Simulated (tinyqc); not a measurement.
# Worked calculation: MESFET, gradual channel with velocity saturation

tinyqc, about 0.04 s, one thread, Intel Xeon 2.30GHz (shared host): `OMP_NUM_THREADS=1 python tinyqc.py 2500018 2500019 out.jsonl` Printed values are rounded.

A uniformly doped n-type channel, depleted from the top by a Schottky gate; at channel potential V the depleted share of a is u = sqrt((Vbi - Vg + V)/Vp), s at the source. Electrons drift with v = mu E/(1 + mu E/vsat). Abrupt depletion edge, no series resistance, source at 0.

Parameters, values chosen for the exercise; material values those of a made-up semiconductor:
```
symbol,value,unit,meaning
T,293,K,temperature
eps_r,11.7,,relative permittivity of the semiconductor
Nc,3.75e17,cm^-3,conduction-band density of states at T
Nd,5.9e16,cm^-3,donor density of the channel
a,170,nm,channel thickness
mu,4400,cm^2/(V s),low-field mobility at this doping
vsat,1e7,cm/s,saturation velocity
L,0.3,um,gate length
W,200,um,gate width
phiB,0.75,V,Schottky barrier
Vg,0,V,gate voltage
Vd,0.082,V,drain voltage
```

Constants: q = 1.602176634e-19 C, kB = 1.380649e-23 J/K, Vt = kB T/q, eps0 = 8.8541878128e-14 F/cm where lengths are in cm. Results are converted to the units shown.

Range of the model: The gate is shorter than twice a, where the gradual-channel approximation fails.

## Built-in and pinch-off voltages

Vbi = phiB - Vt ln(Nc/Nd); Vp = q Nd a^2/(2 eps0 eps_r); G0 = q mu Nd a W/L; Z = mu Vp/(vsat L); s = sqrt((Vbi - Vg)/Vp). VT = Vbi - Vp.

Vbi = 0.7033052 V
Vp = 1.318547 V
VT = -0.6152420 V
G0 = 471.3817 mS
Z = 19.33869
s = 0.7303383

Z = 19.3: velocity saturation dominates.

## Current below saturation

u = sqrt((Vbi - Vg + Vd)/Vp). I = (G0 Vp/3) F/(1 + Z (u^2 - s^2)), F = 3 (u^2 - s^2) - 2 (u^3 - s^3), with u at V = Vd; Z = 0 gives constant mobility, for which u stops at 1.

u = 0.7717407
F = 0.04641282
I for Z = 0 = 9.615794 mA
I = 4.365524 mA

The falling mobility lowers the current by 54.6 %.

## Iteration 1: the saturation point by Newton steps

u at the start = 1

a is the channel (half-)thickness, Vp its pinch-off voltage and Z = mu Vp/(vsat L); an iterate with u > 1 is an overshoot, not a physical state. f = (1 - u)(1 + Z (u^2 - s^2)) - Z F/3, F = 3 (u^2 - s^2) - 2 (u^3 - s^3); f' = -(1 + Z (u^2 - s^2)); u(new) = u - f/f'.

f = -1.153450
f' = -10.02355
u after iteration 1 = 0.8849260

## Iteration 2: the saturation point by Newton steps

As before.

f = -0.2462608
f' = -5.828869
u after iteration 2 = 0.8426775

## Course of the iteration: the saturation point by Newton steps

Stop when u changes by less than 1e-10, or after 60 iterations.

Course of the iteration:
```
iteration          u  |change|
1          0.8849260     0.115
2          0.8426775    0.0422
3          0.8358725   6.80e-3
4          0.8356932   1.79e-4
5          0.8356931   1.24e-7
6          0.8356931  5.97e-14
```

Converged in 6 iterations. At the end the number of correct digits about doubles with each step.

## Saturation voltage, current and transconductance

um = 0.8356931

Vdsat = Vp (um^2 - s^2); Isat = (G0 Vp/Z)(1 - um), which is q Nd vsat a W (1 - um); gm = G0 (um - s)/(1 + Z (um^2 - s^2)). For Z = 0: Vdsat = Vp (1 - s^2), Isat = (G0 Vp/3)(1 - 3 s^2 + 2 s^3), gm = G0 (1 - s).

Vdsat = 0.2175456 V
Isat = 5.280770 mA
gm = 11.85069 mS
Vdsat for Z = 0 = 0.6152420 V
Isat for Z = 0 = 37.07150 mA
gm for Z = 0 = 127.1136 mS

The current saturates with 16.4 % of the channel still open at the drain, at 0.142 of the constant-mobility current.
